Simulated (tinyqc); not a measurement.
Modes across the composition range: two-mode optical phonons of a ternary alloy from two coupled oscillators. Computed by tinyqc, a small Python program. Command: `OMP_NUM_THREADS=1 python tinyqc.py 3030214 3030215 out.jsonl twomode walk`. One thread of a shared host (Intel(R) Xeon(R) Processor @ 2.30GHz), about 0.01 s of CPU time with the checks.

An alloy A(x)B(1-x)C has an A-C and a B-C bond oscillator. Each TO frequency moves linearly from the impurity mode (dilute end) to the TO of the pure crystal; each strength is proportional to the number of bonds.

Inputs (values chosen for the exercise, for a model alloy):
```
quantity                  value  unit
omega_TO of pure AC         706  1/cm
omega_LO of pure AC         852  1/cm
omega_TO of pure BC         464  1/cm
omega_LO of pure BC         539  1/cm
eps_inf of AC              4.44     -
eps_inf of BC              9.53     -
impurity mode of A in BC    664  1/cm
impurity mode of B in AC    423  1/cm
```

Method:
- omega_1 = (impurity mode of A) + x (omega_TO,AC - impurity mode of A); omega_2 = (impurity mode of B) + (1 - x)(omega_TO,BC - impurity mode of B); eps_inf = x eps_AC + (1 - x) eps_BC; strengths W_1 = x eps_AC (omega_LO,AC^2 - omega_TO,AC^2), W_2 = (1 - x) eps_BC (omega_LO,BC^2 - omega_TO,BC^2).
- eps(omega) = eps_inf + W_1/(omega_1^2 - omega^2) + W_2/(omega_2^2 - omega^2) = 0 is the eigenproblem of the matrix [[omega_1^2 + W_1/eps_inf, sqrt(W_1 W_2)/eps_inf], [sqrt(W_1 W_2)/eps_inf, omega_2^2 + W_2/eps_inf]] for omega_LO^2.
- The polar coupling of mode j is c_j = (u_j . sqrt(W))^2/(eps_inf^2 omega_j^2), u_j its eigenvector and omega_j here its LO frequency; the c_j add up to 1/eps_inf - 1/eps_s. Froehlich constant alpha_j = (e^2/(4 pi eps_0)) c_j k_j/(2 E_j), E_j = h c omega_j, k_j = sqrt(m* E_j/(hbar^2/(2 m_0))).

Frequencies (1/cm):
```
x     TO, A-C  TO, B-C  lower LO  upper LO  coupling share of the upper LO   eps_s
0.02   664.84   463.18    536.68    667.22                         0.04006  12.749
0.10   668.20   459.90    527.79    679.82                         0.17368  12.298
0.20   672.40   455.80    517.16    695.36                         0.30288  11.719
0.35   678.70   449.65    501.55    719.04                         0.45560  10.821
0.50   685.00   443.50    485.67    744.08                         0.58410   9.884
0.65   691.30   437.35    468.93    771.44                         0.70315   8.907
0.80   697.60   431.20    450.77    802.30                         0.82267   7.889
0.90   701.80   427.10    437.51    825.64                         0.90730   7.188
0.98   705.16   423.82    426.02    846.44                         0.98060   6.612
```

What does the comparison show, and why?

The upper LO moves from 667.2 to 846.4 and the lower from 536.7 to 426.0 per cm. At each dilute end one LO-TO pair closes onto an impurity mode. The upper LO shifts by +1.75 per cm for each per cent of x near the middle, which is how Raman spectra measure composition. Its share of the polar coupling passes one half between x = 0.35 and 0.5.
